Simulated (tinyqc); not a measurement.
Worked calculation: Hubbard chain of 6 sites. Computed by tinyqc, a small Python program that keeps every step. Settings: hopping = 1.09, U = 4.0, mixing = 1, iteration cap = 83. Command: `OMP_NUM_THREADS=1 python tinyqc.py 26248 26249 out.jsonl` (the two numbers bound the seeds that draw the settings). One thread of a shared host (Intel(R) Xeon(R) Processor @ 2.60GHz), about 0.2 s of CPU time with the checks. Later iterations appear only in the table of the cycle.

## Mean-field iteration 1

one-body matrix (hopping and site energies) (eV), order 1, 2, 3, 4, 5, 6:
$$\begin{pmatrix}
-0.630000 & -1.090000 & 0.000000 & 0.000000 & 0.000000 & 0.000000 \\
-1.090000 & 0.550000 & -1.090000 & 0.000000 & 0.000000 & 0.000000 \\
0.000000 & -1.090000 & -0.380000 & -1.090000 & 0.000000 & 0.000000 \\
0.000000 & 0.000000 & -1.090000 & 0.030000 & -1.090000 & 0.000000 \\
0.000000 & 0.000000 & 0.000000 & -1.090000 & 0.280000 & -1.090000 \\
0.000000 & 0.000000 & 0.000000 & 0.000000 & -1.090000 & 0.270000
\end{pmatrix}$$

U = 4.000000 eV

electrons, up and down: [3, 1]

mixing = 1

n(up) at the start (a guess, not normalised): 1 0.500000, 2 0.500000, 3 0.500000, 4 0.500000, 5 0.500000, 6 0.500000

n(down) at the start (a guess): 1 0.167000, 2 0.167000, 3 0.167000, 4 0.167000, 5 0.167000, 6 0.167000

H(up) = T + U n(down), H(down) = T + U n(up); fill the lowest levels; n(new) = n + mixing (n(out) - n); E = tr T (rho up + rho down) + U sum n_up n_down of the output.

levels, up (eV): [-1.318423, -0.636086, 0.015598, 1.133825, 2.223286, 2.709800]

levels, down (eV): [0.013577, 0.695914, 1.347598, 2.465825, 3.555286, 4.041800]

energy = -3.849847 eV

n(up) after iteration 1: 1 0.771377, 2 0.309163, 3 0.636371, 4 0.395797, 5 0.502622, 6 0.384671

n(down) after iteration 1: 1 0.103031, 2 0.159553, 3 0.370287, 4 0.247381, 5 0.097091, 6 0.022656

## Mean-field iteration 2

As before.

levels, up (eV): [-1.155068, -0.858005, 0.035382, 1.083846, 2.086572, 2.927273]

levels, down (eV): [-0.021127, 0.665607, 1.470142, 2.601243, 3.446982, 3.957152]

energy = -3.974513 eV

n(up) after iteration 2: 1 0.788204, 2 0.300775, 3 0.463105, 4 0.425189, 5 0.455224, 6 0.567502

n(down) after iteration 2: 1 0.032398, 2 0.167256, 3 0.248291, 4 0.348843, 5 0.149989, 6 0.053223

## Mean-field iteration 3

As before.

levels, up (eV): [-1.270534, -0.790086, -0.105034, 1.167613, 2.157416, 2.960626]

levels, down (eV): [-0.211178, 0.700074, 1.638234, 2.613753, 3.499795, 3.879321]

energy = -3.984670 eV

n(up) after iteration 3: 1 0.852623, 2 0.276274, 3 0.623758, 4 0.282724, 5 0.449731, 6 0.514890

n(down) after iteration 3: 1 0.031650, 2 0.199118, 3 0.392173, 4 0.271494, 5 0.091242, 6 0.014322

## Convergence

Each step fills the lowest levels of T + U n(other spin) and sets n(new) = n + mixing (n(out) - n); stop when output and input agree to 1e-8.

Course of the cycle:
```
iteration       E (eV)  largest |n(out) - n(in)|  mean |n_up - n_down|
1          -3.84984702                  2.71e-01              0.333333
2          -3.97451273                  1.83e-01              0.333333
3          -3.98467020                  1.61e-01              0.333333
4          -3.94622741                  1.87e-01              0.349397
5          -3.91318806                  2.00e-01              0.352282
6          -3.83630306                  2.81e-01              0.378395
7          -3.81424031                  2.89e-01              0.366087
8          -3.73326813                  3.43e-01              0.393536
9          -3.73913738                  3.55e-01              0.369669
10         -3.65581440                  3.77e-01              0.396062
11         -3.67850706                  3.94e-01              0.366392
...                ...                       ...                   ...
73         -3.09526073                  5.48e-01              0.333333
74         -2.80441538                  5.48e-01              0.333333
75         -3.09526073                  5.48e-01              0.333333
76         -2.80441538                  5.48e-01              0.333333
77         -3.09526073                  5.48e-01              0.333333
78         -2.80441538                  5.48e-01              0.333333
79         -3.09526073                  5.48e-01              0.333333
80         -2.80441538                  5.48e-01              0.333333
81         -3.09526073                  5.48e-01              0.333333
82         -2.80441538                  5.48e-01              0.333333
83         -3.09526073                  5.48e-01              0.333333
```

Not converged within 83 iterations: the residual has stopped falling: the iteration swings between two states. The lowest mean-field energy found from random starts is -4.16872 eV. Reruns (cap 100 unless said): mixing 0.2: not converged; mixing 0.5: converged in 81 (E = -4.16872); mixing 0.9: converged in 43 (E = -4.16872); the original settings with a cap of 400: not converged.

## Exact diagonalisation (120 states)

Lowest levels of the sector, and the double occupancy of the lowest state.

lowest levels (eV): [-4.624084, -4.107333, -3.707445, -3.477086, -3.476927, -3.056856]

double occupancy per site = 0.030188

## The lowest level by Lanczos steps

From a random start vector (not printed): a_j = <q_j|H|q_j>, b_j = norm of the remainder after orthogonalising; the Ritz value is the lowest eigenvalue of the tridiagonal matrix of a and b so far.

Lanczos:
```
j    a_j (eV)  b_j (eV)  lowest Ritz value (eV)
1   -0.267417  4.038843             -0.26741687
2    1.675245  3.201582             -3.45008799
3    2.349943  3.464992             -4.12988203
4    1.727679  3.440891             -4.40456723
5    2.400750  3.017294             -4.54344540
6    3.148550  3.716495             -4.58569204
7    2.587798  3.558860             -4.60511133
8    2.107535  3.055686             -4.61685029
9    2.188732  2.527890             -4.62246528
10   2.770530  2.462340             -4.62375339
```
